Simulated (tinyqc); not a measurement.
Two-diode model of a solar cell: effect of the saturation current of the second diode (ideality 2).

J is the current delivered and Vj = V + J Rs the junction voltage. J = X JL - J01 (exp(Vj/(n1 Vt)) - 1) - J02 (exp(Vj/(2 Vt)) - 1) - Vj/Rp. The photocurrent does not depend on voltage.

Jsc at V = 0, Voc at J = 0, the maximum power point where J (1 + 2 Rs G) = G Vj with G = -dJ/dVj; FF = Vmp Jmp/(Voc Jsc); efficiency Vmp Jmp/(X Pin). Empirical fill factor without parasitics FF0 = (v - ln(v + 0.72))/(v + 1), v = Voc/(n1 Vt).

Parameters, values chosen for the exercise; values of the order met in cells of CIGS: temperature T = 273 K; photocurrent at one sun JL = 33.4 mA/cm^2; concentration X = 0.3 suns; saturation current of the first diode J01 = 1.2e-16 A/cm^2; ideality factor of the first diode n1 = 1; series resistance Rs = 0.18 ohm cm^2; shunt resistance Rp = 7000 ohm cm^2; incident power at one sun Pin = 100 mW/cm^2.

Constants: q = 1.602176634e-19 C, kB = 1.380649e-23 J/K, Vt = kB T/q. Results are converted to the units shown.

The same in every row: Jsc (mA/cm^2) = 10.02.

Results:
```
J02 (A/cm^2)  Voc (V)  Vmp (V)  Jmp (mA/cm^2)      FF  efficiency (%)     FF0
1e-11          0.7537   0.6717          9.582  0.8524           21.46  0.8641
3e-11          0.7532   0.6706          9.567  0.8500           21.38  0.8641
1e-10          0.7517   0.6665          9.518  0.8422           21.14  0.8639
3e-10          0.7474   0.6553          9.417  0.8240           20.57  0.8633
9e-10          0.7350   0.6283          9.290  0.7927           19.46  0.8615
3e-9           0.7010   0.5816          9.204  0.7621           17.84  0.8565
3e-8           0.5980   0.4824          9.070  0.7303           14.58  0.8386
```

Estimate the missing row, J02 = 9e-9 A/cm^2.

Computed row:
```
J02 (A/cm^2)  Voc (V)  Vmp (V)  Jmp (mA/cm^2)      FF  efficiency (%)     FF0
9e-9           0.6540   0.5344          9.144  0.7458           16.29  0.8489
```

With this row back in the table: As J02 goes from 1e-11 to 3e-8, Voc falls from 0.754 to 0.598 V, FF falls from 0.852 to 0.730 and the efficiency falls from 21.5 to 14.6 %. Voc changes by -107 mV a decade between the last two rows and -0.904 mV between the first two.

Numbers from tinyqc (`OMP_NUM_THREADS=1 python tinyqc.py 2280001 2280002 out.jsonl`; about 0.01 s on one thread of a shared Intel Xeon 2.30GHz).
